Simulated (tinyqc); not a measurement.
Power transistor in saturation, electro-thermal loop: one step of the calculation.

One temperature T for the device, T = T0 + Rth P(T), with P(T) = V I0 (T/300 K)^(-al) [1 + kv (T - 300 K)/Vov]^2. The loop gain is Rth dP/dT; a solution is thermally stable when it is below one.

Task. Loop gain and effective thermal resistance. P(T) = V I0 (T/300 K)^(-al) [1 + kv (T - 300 K)/Vov]^2; P'(T) = P [-al/T + 2 kv/(Vov + kv (T - 300 K))]; G = Rth P'. A small change of T0 changes T by 1/(1 - G) times as much.

Values chosen for this exercise:
```
symbol  value  unit                                 meaning
V          48     V                           drain voltage
I0        0.1     A             saturation current at 300 K
al        1.3                      exponent of the mobility
Vov       0.5     V                      overdrive at 300 K
kv        1.5  mV/K  fall of the threshold with temperature
Rth        15   K/W                      thermal resistance
```

converged T = 449.28113 K

Give: P; G; dT/dT0.

Result.

P = 5.952 W
G = 0.1117
dT/dT0 = 1.126

The feedback is positive: heating raises the power.

tinyqc, about 0.01 s, one thread, Intel Xeon 2.30GHz (shared host): `OMP_NUM_THREADS=1 python tinyqc.py 2520114 2520115 out.jsonl`
